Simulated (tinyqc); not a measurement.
Worked calculation: coherent transport through a tight-binding region between two chains. One step of it, computed by the program tinyqc.

Task: Transmission at E = -0.67 eV. Surface Green function g = (E - i sqrt(4 t^2 - E^2)) / (2 t^2); self-energy tc^2 g on each contact site; G = (E - H - Sigma)^(-1); Gamma = -2 Im Sigma; T = Gamma_L Gamma_R |G_LR|^2; local density of states -Im G_ii / pi.

H of the central region (eV), lower triangle:
```
           1          2         3
1   0.000000
2  -1.520000   1.270000
3   0.000000  -1.400000  0.000000
```

Leads: semi-infinite chains with site energy 0:
```
parameter                           value
lead hopping t (eV)              1.100000
coupling to the left lead (eV)   0.900000
coupling to the right lead (eV)  0.720000
left contact site                       1
right contact site                      3
```

E = -0.670000 eV

Give: g; G; local density of states; transmission.

Result:

g = -0.277-0.866i 1/eV

G (1/eV), lower triangle:
```
               1             2              3
1  -0.144-0.471i
2   0.398-0.072i  0.084-0.205i
3   0.708+0.412i  0.398-0.206i  -0.217-0.732i
```

local density of states (1/eV): 0.150  0.065  0.233

transmission = 0.845
